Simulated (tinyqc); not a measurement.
Buckled dimers of a reconstructed (001) surface, two dangling bonds a dimer: one step. The bands on the mesh. Three cases, with inputs chosen for the exercise.

Problem. Both levels at each k_j for the trial z, and W(z).

In a dimer one atom moves up by z and the other down by z; the dangling bond of the up atom (more s-like) falls by gm z and that of the down atom rises by gm z. With all dimers tilted alike: H(k) = [[-gm z - 2 ta cos k, -tp - 2 tx cos k], [., gm z - 2 ta cos k]], k along the row in 1/a. Two electrons a dimer fill the lowest N of the 2N levels on the mesh k_j = (j + 1/2) pi/N. Total energy a dimer: W(z) = (2/N) sum of the filled levels + kf z^2. Repulsion between electrons is left out.

Give: a table of j, k (pi/a), lower, upper; band energy; elastic energy; W.

Case 1.

Values chosen (of the size met on Si(001); shifted at random, so the results belong to these values and not to a real crystal): tp = 0.33 eV (pi coupling inside a dimer); ta = 0.21 eV (coupling between like atoms along the row); tx = 0.04 eV (diagonal coupling along the row); gm = 1.72 eV/angstrom (shift of a dangling bond with height); kf = 3.9 eV/angstrom^2 (force constant of buckling); z = 0.15 angstrom (a trial buckling); N = 12 (k points).

Solution.

Levels (eV):
```
j   k (pi/a)    lower   upper
0     0.0417  -0.9002  0.0674
1     0.1250  -0.8673  0.0912
2     0.2083  -0.8037  0.1373
3     0.2917  -0.7139  0.2026
4     0.3750  -0.6041  0.2827
5     0.4583  -0.4820  0.3723
6     0.5417  -0.3559  0.4655
7     0.6250  -0.2345  0.5559
8     0.7083  -0.1260  0.6374
9     0.7917  -0.0377  0.7042
10    0.8750   0.0245  0.7515
11    0.9583   0.0567  0.7761
```

band energy = -0.8407 eV
elastic energy = 0.0877 eV
W = -0.7530 eV

Case 2.

Values chosen (of the size met on Si(001); shifted at random, so the results belong to these values and not to a real crystal): tp = 0.4 eV (pi coupling inside a dimer); ta = 0.06 eV (coupling between like atoms along the row); tx = 0.02 eV (diagonal coupling along the row); gm = 2.23 eV/angstrom (shift of a dangling bond with height); kf = 9 eV/angstrom^2 (force constant of buckling); z = 0.15 angstrom (a trial buckling); N = 12 (k points).

Solution.

Levels (eV):
```
j   k (pi/a)    lower   upper
0     0.0417  -0.6714  0.4335
1     0.1250  -0.6612  0.4394
2     0.2083  -0.6414  0.4510
3     0.2917  -0.6134  0.4673
4     0.3750  -0.5792  0.4873
5     0.4583  -0.5411  0.5098
6     0.5417  -0.5018  0.5331
7     0.6250  -0.4639  0.5557
8     0.7083  -0.4299  0.5760
9     0.7917  -0.4023  0.5927
10    0.8750  -0.3828  0.6045
11    0.9583  -0.3727  0.6106
```

band energy = -1.0435 eV
elastic energy = 0.2025 eV
W = -0.8410 eV

Case 3.

Values chosen (of the size met on diamond (001); shifted at random, so the results belong to these values and not to a real crystal): tp = 0.97 eV (pi coupling inside a dimer); ta = 0.12 eV (coupling between like atoms along the row); tx = 0.02 eV (diagonal coupling along the row); gm = 1.62 eV/angstrom (shift of a dangling bond with height); kf = 3.6 eV/angstrom^2 (force constant of buckling); z = 0.1 angstrom (a trial buckling); N = 8 (k points).

Solution.

Levels (eV):
```
j  k (pi/a)    lower   upper
0    0.0625  -1.2575  0.7868
1    0.1875  -1.2158  0.8167
2    0.3125  -1.1387  0.8720
3    0.4375  -1.0380  0.9443
4    0.5625  -0.9289  1.0226
5    0.6875  -0.8282  1.0949
6    0.8125  -0.7511  1.1502
7    0.9375  -0.7094  1.1801
```

band energy = -1.9669 eV
elastic energy = 0.0360 eV
W = -1.9309 eV

The lower band is full and the upper empty.

Computed by tinyqc, one run a case: `OMP_NUM_THREADS=1 python tinyqc.py N N+1 out.jsonl` with N = 1450384, 1450442, 1450654; one thread of a shared Intel(R) Xeon(R) Processor @ 2.30GHz, about 0.05 s a run at most.
